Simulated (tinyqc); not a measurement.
## Front-illuminated p-i-n photodiode, quantum efficiency and bandwidth: efficiency and bandwidth against the absorption coefficient

Light enters through a p layer (0 to xp), a depleted layer (xp to xp + wi) and a thick n substrate, decaying as exp(-al x); one pass, no back reflection. Carriers made in the depleted layer are all collected; those in the neutral layers diffuse.

k = al Ln, s = S Ln/Dn, e = exp(-al xp); front layer f1 = (k/(k^2 - 1)) {[s + k - e (s cosh(xp/Ln) + sinh(xp/Ln))]/[s sinh(xp/Ln) + cosh(xp/Ln)] - k e}; depleted layer f2 = e (1 - exp(-al wi)); substrate f3 = e exp(-al wi) al Lp/(1 + al Lp); external efficiency (1 - Rf)(f1 + f2 + f3); responsivity = efficiency q lam/(h c). Drift response for pairs made in the depleted layer, a = al wi, g = 1 - exp(-a), u = 2 pi i f, te = wi/ve, th = wi/vh: electrons He = [g - a (exp(-a) - exp(-u te))/(u te - a)]/(u te g), holes Hh = [g - a (1 - exp(-a - u th))/(a + u th)]/(u th g); C = eps0 eps_r pi (dia/2)^2/wi + Cp; total |He + Hh|/sqrt(1 + (2 pi f RL C)^2), for the current of the depleted layer alone. Limits are the frequencies at which each factor falls to 1/sqrt(2); inverse-square sum (f_transit^-2 + f_RC^-2)^(-1/2); the diffusion currents f1 and f3 are left out of the bandwidth. lam is held fixed while al varies.

Inputs (values chosen for the exercise); values close to those of germanium at this wavelength:
- lam = 1310 nm (wavelength)
- Rf = 0.05 (reflectance of the front face)
- eps_r = 15.4 (relative permittivity)
- xp = 0.088 um (thickness of the front p layer)
- wi = 2.4 um (thickness of the depleted layer)
- Dn = 21 cm^2/s (electron diffusion coefficient in the p layer)
- Ln = 2.6 um (electron diffusion length in the p layer)
- S = 8000 cm/s (recombination velocity of the front surface)
- Lp = 9.3 um (hole diffusion length in the thick n substrate)
- ve = 5.99e6 cm/s (electron drift velocity)
- vh = 4.31e6 cm/s (hole drift velocity)
- dia = 98 um (diameter)
- RL = 50 ohm (load resistance)
- Cp = 30 fF (parasitic capacitance)

Constants: q = 1.602176634e-19 C, h = 6.62607015e-34 J s, c = 299792458 m/s, eps0 = 8.8541878128e-14 F/cm where lengths are in cm. Results are converted to the units shown.

The same in every row: RC limit (GHz) = 6.942.

Results:

| al (1/cm) | f2 | f1 + f3 | responsivity (A/W) | transit limit (GHz) | 3 dB bandwidth (GHz) | inverse-square sum (GHz) | bandwidth x (1 - Rf) f2 (GHz) |
|---|---|---|---|---|---|---|---|
| 30 | 0.007172 | 0.02720 | 0.03451 | 11.31 | 5.707 | 5.916 | 0.03888 |
| 90 | 0.02135 | 0.07632 | 0.09803 | 11.32 | 5.708 | 5.917 | 0.1158 |
| 900 | 0.1927 | 0.3721 | 0.5670 | 11.45 | 5.728 | 5.936 | 1.049 |
| 3000 | 0.4999 | 0.3750 | 0.8781 | 11.77 | 5.776 | 5.979 | 2.743 |
| 9000 | 0.8173 | 0.1712 | 0.9922 | 12.35 | 5.867 | 6.051 | 4.555 |
| 30000 | 0.7674 | 0.2321 | 1.003 | 11.95 | 5.841 | 6.002 | 4.258 |
| 90000 | 0.4529 | 0.5458 | 1.002 | 11.21 | 5.740 | 5.902 | 2.470 |
| 3e5 | 0.07136 | 0.9260 | 1.001 | 11.07 | 5.718 | 5.881 | 0.3876 |

Estimate the missing row, al = 300 1/cm.

Computed row:

| al (1/cm) | f2 | f1 + f3 | responsivity (A/W) | transit limit (GHz) | 3 dB bandwidth (GHz) | inverse-square sum (GHz) | bandwidth x (1 - Rf) f2 (GHz) |
|---|---|---|---|---|---|---|---|
| 300 | 0.06929 | 0.2051 | 0.2754 | 11.35 | 5.714 | 5.922 | 0.3761 |

With this row back in the table: As al goes from 30 to 3e5, the responsivity rises from 0.0345 to 1.00 A/W and the bandwidth goes from 5.71 through a maximum of 5.87 (at al = 9000 among the rows listed) to 5.72 GHz. The RC limit is the lower one in every row. Adding inverse squares of the two limits is within 3.7 % of the full result. For al = 30, 90, 300, 900, 3000, 30000, 90000, 3e5 the diffusion currents exceed 0.3 of the drift current; their own response times, left out, may then shape the whole response.

Numbers from tinyqc (`OMP_NUM_THREADS=1 python tinyqc.py 2250131 2250132 out.jsonl`; about 0.01 s on one thread of a shared Intel Xeon 2.30GHz).
